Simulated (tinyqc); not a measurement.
## Trap density and cross-section from triangular pulses

Inverse problem. In charge pumping, for a flat interface trap density D0 and a symmetric triangular wave, Qcp = -2 q A D0 Vt ln[vth s ni (dV/Va)/(2 f)], with s the geometric mean cross-section. Find D0, the frequency f0 where the line meets zero, and s.

Parameters, values chosen for the exercise: temperature T = 300 K; gate area A = 0.29 um^2; thermal velocity at 300 K, one nominal value for electrons and holes vth = 1.6e7 cm/s; Vth - Vfb dV = 0.58 V; pulse height Va = 2 V.

Constants: q = 1.602176634e-19 C, kB = 1.380649e-23 J/K, Vt = kB T/q. Results are converted to the units shown.

Qcp at f = 20000 and 5e5 Hz (fC): 0.032635926  0.051194645
ni = 1.5516622e10 cm^-3

Answer. Qcp is linear in ln f: the slope gives D0 and the zero gives s = 2 f0 Va/(vth ni dV).

D0 = 2.400e11 cm^-2 eV^-1
f0 = 69.62 Hz
s = 1.934e-15 cm^2

tinyqc, about 0.01 s, one thread, Intel Xeon 2.30GHz (shared host): `OMP_NUM_THREADS=1 python tinyqc.py 2030153 2030154 out.jsonl`
